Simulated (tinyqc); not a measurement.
Worked calculation: non-radiative capture by multiphonon emission, one effective mode. Computed by tinyqc, a small Python program that keeps every step. Command: `OMP_NUM_THREADS=1 python tinyqc.py 3006906 3006907 out.jsonl capture walk`. One thread of a shared host (Intel(R) Xeon(R) Processor @ 2.30GHz), about 0.01 s of CPU time with the checks. Intermediate numbers are printed to about 7 digits and carried at full precision; extremes and crossings named in words are read from the listed rows.

The initial state (free carrier plus empty centre) lies dE above the final state; both have the same frequency and are displaced by dQ.

Inputs (values chosen for the exercise, with mass, screening and phonons like those of GaAs):
```
quantity                     value                   unit
energy released dE           0.414                     eV
phonon energy hbar omega        34                    meV
Huang-Rhys factor S            8.7                      -
electron-phonon coupling W  0.0035  eV/(u^(1/2) angstrom)
cell volume V                 1310             angstrom^3
degeneracy g                     2                      -
broadening b                    28                    meV
carrier mass m              0.0657                    m_0
temperature T                  120                      K
defect density N_t           2e+13                  cm^-3
```

Centre: neutral.

Constants: hbar^2/u = 4.18015928e-03 eV angstrom^2; k_B = 8.617333262e-05 eV/K; hbar = 6.582119569e-16 eV s; k_B = 1.380649e-23 J/K; m_0 = 9.1093837015e-31 kg.

## Geometry of the two curves

dQ = sqrt(2 S (hbar^2/u)/hbar omega); relaxation energy lambda = S hbar omega; phonons needed P = dE/hbar omega; classical barrier E_b = (dE - lambda)^2/(4 lambda); occupation n = 1/(exp(hbar omega/k_B T) - 1).

dQ = 1.462620 u^(1/2) angstrom

lambda = 0.2958 eV

P = 12.17647

classical barrier E_b = 0.01180801 eV

occupation n = 0.03877802

dE exceeds lambda: the inverted case usual for deep centres, in which the curves cross on the far side of the initial minimum.

## Phonon weights near resonance

Huang-Rhys weight for a net emission of p phonons: L_p = exp(-S (2n + 1)) ((n + 1)/n)^(p/2) I_p(2 S sqrt(n (n + 1))), I_p the modified Bessel function. M_p = sum_m w_m <m_i|Q|(m + p)_f>^2 with Q counted from the final minimum and Boltzmann weights w_m for m = 0..24; <m_i|Q|k_f> = sqrt((hbar^2/u)/(2 hbar omega)) [sqrt(k) <m|k-1> + sqrt(k+1) <m|k+1>], with overlaps of oscillators displaced by d = sqrt(2 S) summed on 1500 points from -16 to 16 + d. The delta function is a Gaussian of standard deviation b at dE - p hbar omega.

Weights:
```
p         L_p  M_p (u angstrom^2)  Gaussian (1/eV)
9   0.1270152           0.2811687     8.377856e-03
10  0.1117593           0.2761414     4.335558e-01
11  0.0897844           0.2462056     5.135638e+00
12  0.0663423           0.2008612     1.392454e+01
13  0.0453707           0.1509592     8.641812e+00
14  0.0288740           0.1051291     1.227625e+00
15  0.0171804           0.0681861     3.991757e-02
```

## Capture coefficient before scaling

C_0 = V (2 pi/hbar) g W^2 sum_p M_p Gaussian_p. The sum runs over the seven p from round(P) - 3 to round(P) + 3; 1 angstrom^3 = 1e-24 cm^3.

sum_p M_p Gaussian_p = 5.619744 u angstrom^2/eV

C_0 = 1.721742e-09 cm^3/s

## Scaled coefficient, cross-section and lifetime

For a neutral centre the Sommerfeld factor is 1. C = s C_0; v = sqrt(3 k_B T/m); sigma = C/v; tau = 1/(C N_t).

Sommerfeld factor s = 1

capture coefficient C = 1.721742e-09 cm^3/s

thermal velocity v = 2.881812e+07 cm/s

cross-section sigma = 5.974510e-17 cm^2

capture time = 2.904036e-05 s

## Quantum against classical capture

C_0 = V (2 pi/hbar) g W^2 sum_p M_p Gaussian_p. Here the sum runs over all p. Classical (Marcus) form: replace the sum by Q_c^2 exp(-E_b/k_B T)/sqrt(4 pi lambda k_B T), Q_c = dQ (dE + lambda)/(2 lambda). The last column is -k_B d ln C_0/d(1/T) from this row and the one above.

Against temperature:
```
T (K)  C_0, quantum (cm^3/s)  C_0, classical (cm^3/s)  Sommerfeld factor  activation energy (eV)
32              1.695517e-09             1.287315e-10                  1                       -
59              1.696449e-09             6.727811e-10                  1            3.310643e-06
99              1.709038e-09             1.327436e-09                  1            9.303375e-05
160             1.749589e-09             1.769880e-09                  1            5.247366e-04
240             1.786929e-09             1.922547e-09                  1            8.734986e-04
360             1.775092e-09             1.898820e-09                  1           -4.123486e-04
550             1.676712e-09             1.752100e-09                  1           -5.120280e-03
870             1.491013e-09             1.526786e-09                  1           -1.512501e-02
```

At 32.0 K the quantum value is 13 times the classical one: C_0 comes from tunnelling out of the lowest level and hardly depends on T. At 870 K the ratio is 0.98. The largest apparent activation energy is 0.001 eV against the classical barrier of 0.012 eV; a barrier below one phonon energy gives no activated range.

Checks made by the program: Bessel formula against the sum over overlaps (relative difference below 1e-10).
